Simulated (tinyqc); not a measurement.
Effective mass of the conduction band from tabulated energies, step by step. Values are carried at full precision from step to step, so a last printed digit may differ when a step is redone from the rounded ones.

c = hbar^2/2m0. A uniform scatter of up to 1 meV has been added to mimic numerical noise.
Constants: hbar^2/2m0 = 3.80998211 eV angstrom^2; kB = 8.617333262e-05 eV/K.

Parameters, chosen for this exercise (out of a larger set: band of an eight-band Kane model near CdTe; not measured data): T = 300 K (temperature).

## Finite differences

Energies along [111], from the band edge:
```
k (1/angstrom)   E (meV)
0.00000           0.0000
0.00930           3.4470
0.01860          13.0657
0.02790          30.3664
0.03720          53.5494
0.04650          82.2517
0.05580         115.6616
0.06510         154.4156
0.07440         195.5877
```

reference mass (curvature of the model at k = 0.0001 1/angstrom) = 0.09560 m0

The band is even in k. m = c k^2/E(k) from the points 1, 2, 4 (k = 0 is point 0); Richardson from points 1 and 2: c/m = [16 E(k1) - E(k2)]/(12 k1^2).

m from points 1, 2, 4 (m0): [0.09560, 0.10088, 0.09846]

m by Richardson = 0.09396 m0

Errors against the reference: 0.00, +5.53 and +2.99 % and -1.72 %. The extrapolation does not help: a scatter of 1 meV is 29 % of the first energy, and the formula weights that point by 4/3.

## Least squares over all points

Fit E = a k^2 (a = sum k^2 E/sum k^4), then E = a k^2 + b k^4 from the normal equations; E in eV; m = c/a.

sums of k^4, k^6, k^8: [6.5619e-05, 2.8918e-07, 1.3813e-09]

sums of k^2 E, k^4 E: [0.0023776, 1.0395e-05]

a, one term = 36.233 eV angstrom^2

a and b, two terms: [39.67, -779.7]

m, one and two terms (m0): [0.10515, 0.09604]

The parabola over all points errs by +10.0 % because the weights k^4 favour the outer points; the second term brings the error to +0.5 %.

## The non-parabolic form

E (1 + alpha E) = c k^2/m means that y = c k^2/E is a straight line in E with intercept m and slope m alpha. Fit the line by unweighted least squares over points 1 to 8, E in eV.

y (m0): [0.09560, 0.10088, 0.09766, 0.09846, 0.10016, 0.10257, 0.10457, 0.10783]

m = 0.09672 m0
alpha = 0.541 1/eV

The intercept errs by +1.17 %. The scatter of the first points, divided by small energies, tilts an unweighted line. The model has Eg = 1.63 eV, and for two bands alpha is near 1/Eg = 0.61 1/eV.

## Which mass for which use

From the fitted m and alpha: momentum mass at energy E, m (1 + 2 alpha E); curvature mass m (1 + 2 alpha E)^3; thermal factors to first order in alpha kT: density of states Nc (1 + 15 alpha kT/4), conductivity mass m (1 + 5 alpha kT). Take E = 3 kT/2.

alpha kT = 0.0140
momentum mass = 0.10078 m0
curvature mass = 0.10942 m0
factor on Nc = 1.0525
thermal conductivity mass = 0.10349 m0

alpha kT is small, so first order serves.

## Checks

- Two-term fit by normal equations against a least-squares routine: both 39.6692.

tinyqc: `OMP_NUM_THREADS=1 python tinyqc.py 1880553 1880554 out.jsonl`; about 0.01 s, one thread, shared Intel(R) Xeon(R) Processor @ 2.30GHz.
